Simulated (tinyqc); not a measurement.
# Field-effect mobility of a thin-film transistor with band-tail and deep states (multiple trapping), step by step

A worked calculation. Computed by tinyqc, a small Python program that keeps every step. Command: `OMP_NUM_THREADS=1 python tinyqc.py 3021697 3021698 out.jsonl tft walk`. One thread of a shared host (Intel(R) Xeon(R) Processor @ 2.30GHz), about 0.05 s of CPU time with the checks. Intermediate numbers are printed to about 5 digits and carried at full precision; extremes and crossings named in words are read from the listed rows.

A thick film in accumulation at small drain voltage. Only free electrons move; trapped ones still screen the gate. N_c and mu_0 are held fixed when T changes, leaving out the T^(3/2) growth of N_c. x = E_0 - psi is the distance of the Fermi level below the band edge.

Inputs (values chosen for the exercise, modelled on amorphous silicon):

| quantity | value | unit |
|---|---|---|
| permittivity eps | 11.8 | - |
| effective density of states N_c | 2.2e+20 | 1/cm^3 |
| band mobility mu_0 | 8.3 | cm^2/(V s) |
| tail density at the edge g_t | 2.3e+21 | 1/(eV cm^3) |
| tail width E_t | 34 | meV |
| flat-band Fermi level below the edge, E_0 | 0.68 | eV |
| equivalent oxide thickness t | 130 | nm |
| surface band bending psi_s as a fraction of E_0 | 0.67 | - |
| temperature T | 300 | K |

Deep states: none.

Constants: k_B = 8.617333262e-05 eV/K; e = 1.602176634e-19 C; eps_0 = 8.8541878128e-12 F/m.

## Free and trapped densities

F_j(eta) = int_0^infinity x^j/(1 + exp(x - eta)) dx, without a gamma-function factor. Integrals over x = E/(k_B T) use 160 Gauss-Legendre points in u = sqrt(x) from 0 to sqrt(max(eta, 0) + 32). Free n(x) = N_c (2/sqrt(pi)) F_1/2(-x/k_B T), with F_1/2 from its two-term series in exp(-x/k_B T) for x >= 12 k_B T; tail n_t(x) = int_0^1.2eV g_t exp(-E/E_t)/(1 + exp((x - E)/k_B T)) dE, E counted down from the edge, 120 Gauss-Legendre points; space charge rho(psi) = n + n_t less its value at psi = 0.

Local densities at x = 0.4, 0.3, 0.2, 0.15, 0.1, 0.05, 0 and -0.05 eV:

| x (eV) | n (1/cm^3) | n_t (1/cm^3) | n/(n + n_t) |
|---|---|---|---|
| 0.40 | 4.1949e+13 | 2.0766e+15 | 0.01980 |
| 0.30 | 2.0074e+15 | 3.7959e+16 | 0.05023 |
| 0.20 | 9.6051e+16 | 6.5341e+17 | 0.12816 |
| 0.15 | 6.6385e+17 | 2.5659e+18 | 0.20554 |
| 0.10 | 4.5637e+18 | 9.2620e+18 | 0.33009 |
| 0.05 | 3.0294e+19 | 2.7842e+19 | 0.52109 |
| 0.00 | 1.6833e+20 | 5.7039e+19 | 0.74691 |
| -0.05 | 6.0019e+20 | 7.3725e+19 | 0.89060 |

E_t/k_B T = 1.32: deep in the tail n_t follows exp(-x/E_t), more slowly than n, so the free share grows as the Fermi level rises.

## One gate voltage

Poisson: F(psi) = sqrt((2 e/(eps eps_0)) int_0^psi rho dpsi'); V_G - V_FB = psi_s + eps F(psi_s) t/3.9; free sheet density N_f = int (n - n(E_0))/F dpsi; induced sheet density N_i = eps eps_0 F(psi_s)/e; trapezoid rule on 301 even points in psi, the first interval left out of N_f. mu_eff = mu_0 N_f/N_i; field-effect mobility mu_FE = mu_0 e (dN_f/dV_G)/C_ox and swing S = dV_G/dlog10(N_f), by a central difference of +/- 2 mV in psi_s; C_ox = 3.9 eps_0/t.

surface field = 61.953 kV/cm

V_G - V_FB = 2.8924 V

free sheet density N_f = 2.5139e+10 1/cm^2

induced sheet density N_i = 4.0400e+11 1/cm^2

effective mobility mu_eff = 0.51646 cm^2/(V s)

field-effect mobility mu_FE = 0.82279 cm^2/(V s)

swing S = 3523.4 mV/decade

6.2 % of the induced charge is free. mu_FE exceeds mu_eff because the free share is still growing with V_G. The swing is 59.19 times the ideal ln(10) k_B T/e.

## Transfer curve

The formulas are those given above.

Against the band bending:

| psi_s (V) | V_G - V_FB (V) | N_f (1/cm^2) | mu_eff (cm^2/(V s)) | mu_FE (cm^2/(V s)) | S (mV/decade) |
|---|---|---|---|---|---|
| 0.24 | 3.4237e-01 | 1.4487e+08 | 0.0708 | 0.0683 | 2.4451e+02 |
| 0.34 | 7.8648e-01 | 1.5722e+09 | 0.1763 | 0.2493 | 7.2737e+02 |
| 0.42 | 1.8656e+00 | 1.0698e+10 | 0.3705 | 0.5786 | 2.1322e+03 |
| 0.49 | 4.5239e+00 | 5.7418e+10 | 0.7126 | 1.1496 | 5.7600e+03 |
| 0.54 | 8.9212e+00 | 1.9085e+11 | 1.1400 | 1.8607 | 1.1828e+04 |
| 0.60 | 2.0681e+01 | 8.0480e+11 | 2.0065 | 3.2926 | 2.8186e+04 |
| 0.65 | 4.1882e+01 | 2.6063e+12 | 3.1645 | 5.0811 | 5.9145e+04 |
| 0.69 | 7.2387e+01 | 6.1910e+12 | 4.3229 | 6.5081 | 1.0967e+05 |
| 0.75 | 1.4765e+02 | 1.7034e+13 | 5.8053 | 7.6279 | 2.5741e+05 |

The steepest swing among the rows is 245 mV/decade. mu_eff climbs from 0.071 to 5.8, 70 % of mu_0 in the last row. Between rows 6 and 7 N_f scales as (V_G - V_FB - psi_s)^1.63; an exponential tail holding all the charge would give the larger of 1 and 2 E_t/k_B T - 1, here 1.63, and free charge alone 1. The last row needs an oxide field above 5 MV/cm, near or beyond breakdown.

Checks made by the program: tail integral against adaptive quadrature (relative difference below 1e-10).
